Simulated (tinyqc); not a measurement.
G0W0 on RHF in the sto-3g basis, for H3+, spin multiplicity 1, step by step. Computed by tinyqc, a small Python program that keeps every step (integrals from PySCF). Settings: charge = 1, multiplicity = 1, basis = sto-3g, method = RHF, energy threshold = 1e-10, iteration cap = 71, orthogonalisation = symmetric, start = Wolfsberg-Helmholz matrix, DIIS depth = 6. Command: `OMP_NUM_THREADS=1 python tinyqc.py 22826 22827 out.jsonl` (the two numbers bound the seeds that draw the settings). One thread of a shared host (Intel(R) Xeon(R) Processor @ 2.60GHz), about 0.03 s of CPU time with the checks. The early iterations of the SCF are left out here.

## One-electron integrals

Geometry (angstrom):
```
atom,x,y,z
H,0.00000,0.00000,0.00000
H,0.00000,0.00000,1.13200
H,0.00000,0.98000,0.56600
```

Basis sto-3g: exponents (1/bohr^2) and contraction coefficients of normalised primitives:
```
element,l (shell),exponent,coefficient
H,s (1),3.42525,0.15433
H,s (1),0.62391,0.53533
H,s (1),0.16886,0.44463
```

Overlap, kinetic and nuclear-attraction integrals over the contracted functions; the nuclear repulsion is the sum of Za Zb / Rab.

nuclear repulsion = 1.4026569 hartree

overlap S:
```
,1H 1s,2H 1s,3H 1s
1H 1s,1.00000,0.42228,0.42244
2H 1s,0.42228,1.00000,0.42244
3H 1s,0.42244,0.42244,1.00000
```

kinetic energy T (hartree):
```
,1H 1s,2H 1s,3H 1s
1H 1s,0.76003,0.06938,0.06946
2H 1s,0.06938,0.76003,0.06946
3H 1s,0.06946,0.06946,0.76003
```

nuclear attraction V (hartree):
```
,1H 1s,2H 1s,3H 1s
1H 1s,-2.14459,-0.84632,-0.84668
2H 1s,-0.84632,-2.14459,-0.84668
3H 1s,-0.84668,-0.84668,-2.14470
```

core Hamiltonian H = T + V (hartree):
```
,1H 1s,2H 1s,3H 1s
1H 1s,-1.38455,-0.77694,-0.77722
2H 1s,-0.77694,-1.38455,-0.77722
3H 1s,-0.77722,-0.77722,-1.38466
```

## Two-electron integrals

Functions are numbered as in S; the eight-fold symmetry (ij|kl) = (ji|kl) = (kl|ij) leaves the list below.

Two-electron integrals (ij|kl) in chemists' order, unique and non-zero (hartree):
```
i,j,k,l,(ij|kl)
1,1,1,1,0.77461
2,1,1,1,0.25261
2,1,2,1,0.11047
2,2,1,1,0.43720
2,2,2,1,0.25261
2,2,2,2,0.77461
3,1,1,1,0.25273
3,1,2,1,0.09785
3,1,2,2,0.19541
3,1,3,1,0.11056
3,2,1,1,0.19541
3,2,2,1,0.09785
3,2,2,2,0.25273
3,2,3,1,0.09789
3,2,3,2,0.11056
3,3,1,1,0.43729
3,3,2,1,0.19537
3,3,2,2,0.43729
3,3,3,1,0.25273
3,3,3,2,0.25273
3,3,3,3,0.77461
```

## Orthogonalisation

S = U s U^T; symmetric (Loewdin) form X = U s^(-1/2) U^T, so that X^T S X = 1.

eigenvalues of S: 0.57751  0.57772  1.84477

X:
```
,1H 1s,2H 1s,3H 1s
1H 1s,1.12258,-0.19308,-0.19322
2H 1s,-0.19308,1.12258,-0.19322
3H 1s,-0.19322,-0.19322,1.12265
```

## Iteration 3 (converged): orbitals

converged F (hartree):
```
,1H 1s,2H 1s,3H 1s
1H 1s,-0.68001,-0.61637,-0.61654
2H 1s,-0.61637,-0.68001,-0.61654
3H 1s,-0.61654,-0.61654,-0.68011
```

Diagonalise F' = X^T F X, C = X C', fill 1 alpha and 1 beta electrons from the bottom; D = 2 C_occ C_occ^T. Each column has its largest component positive (the first on a tie).

F' = X^T F X (hartree):
```
,1,2,3
1,-0.41902,-0.30888,-0.30904
2,-0.30888,-0.41902,-0.30904
3,-0.30904,-0.30904,-0.41901
```

orbital energies (hartree): MO1 -1.03699, MO2 -0.11015, MO3 -0.10992

coefficients C:
```
,MO1,MO2,MO3
1H 1s,0.42505,0.93031,-0.53726
2H 1s,0.42505,-0.93031,-0.53726
3H 1s,0.42513,0.00000,1.07437
```

D after iteration 3:
```
,1H 1s,2H 1s,3H 1s
1H 1s,0.36134,0.36134,0.36141
2H 1s,0.36134,0.36134,0.36141
3H 1s,0.36141,0.36141,0.36148
```

## Convergence

Stop when the energy changes by less than 1e-10 hartree and every element of the error matrix X^T (F D S - S D F) X is below 3e-06.

Course of the cycle:
```
iteration,E (hartree),change,largest element of the error matrix
1,-1.2274009,-,4.26e-05
2,-1.2274009,-2.18e-09,4.94e-06
3,-1.2274009,-2.98e-11,2.75e-11
```

PySCF RHF in the same basis = -1.2274009 hartree

Converged in 3 iterations.

## Integrals over molecular orbitals

(pq|rs) = sum C_ip C_jq C_kr C_ls (ij|kl), one index at a time.

one-electron integrals over orbitals h = C^T H C (hartree):
```
,1,2,3
1,-1.59307,0.00000,-0.00004
2,0.00000,-1.05175,0.00000
3,-0.00004,0.00000,-1.05161
```

Two-electron integrals over orbitals (pq|rs), unique and non-zero (hartree):
```
p,q,r,s,(pq|rs)
1,1,1,1,0.55608
2,1,2,1,0.14533
2,2,1,1,0.54347
2,2,2,2,0.63266
3,1,1,1,3.69e-05
3,1,2,2,-0.10067
3,1,3,1,0.14534
3,2,2,1,-0.10070
3,2,3,2,0.07938
3,3,1,1,0.54351
3,3,2,2,0.47399
3,3,3,1,0.10069
3,3,3,3,0.63268
```

## Screening: direct RPA

With D = e_a - e_i and K = (ia|jb): diagonalise D^(1/2) (D + 4K) D^(1/2) = Z w^2 Z^T; X + Y = D^(1/2) Z w^(-1/2), each column of Z with its largest component positive (the first on a tie); E_c = (sum w - tr (D + 2K)) / 2.

D^(1/2) (D + 4K) D^(1/2) (hartree^2):
```
,1>2,1>3
1>2,1.39784,0.00000
1>3,0.00000,1.39842
```

excitation energies w (hartree): 1.18230  1.18255

X + Y:
```
,1,2
1>2,0.88540,0.00000
1>3,0.00000,0.88542
```

RPA correlation energy = -0.0352034 hartree

## G0W0 on Hartree-Fock: HOMO

W(p,q,m) = sqrt2 sum_ia (pq|ia) (X+Y)_ia,m; Sigma_c(x) = sum_(i,m) W^2/(x - e_i + w_m) + sum_(a,m) W^2/(x - e_a - w_m); solve x = e_p + Sigma_c(x) by Newton steps; Z = 1/(1 - dSigma/dx); 1 hartree = 27.211386 eV.

The 12 largest terms at x = e_p (hartree; W for the signs of X + Y given):
```
q,m,W,term
2,1,0.18198,-0.01570
3,2,0.18199,-0.01570
1,2,4.62e-05,1.80e-09
```

Newton steps (hartree):
```
step,x,Sigma_c(x),Z
0,-1.03699,-0.03140,0.98533
1,-1.06793,-0.03095,0.98575
2,-1.06794,-0.03095,0.98575
```

quasiparticle energy of the HOMO = -29.06005 eV

Hartree-Fock value = -28.21796 eV

## G0W0 on Hartree-Fock: LUMO

As before.

The 12 largest terms at x = e_p (hartree; W for the signs of X + Y given):
```
q,m,W,term
1,1,0.18198,0.01570
3,1,-0.12610,-0.01345
2,2,-0.12606,-0.01344
```

Newton steps (hartree):
```
step,x,Sigma_c(x),Z
0,-0.11015,-0.01118,0.97071
1,-0.12100,-0.01086,0.97102
2,-0.12101,-0.01086,0.97102
```

quasiparticle energy of the LUMO = -3.29272 eV

Hartree-Fock value = -2.99731 eV
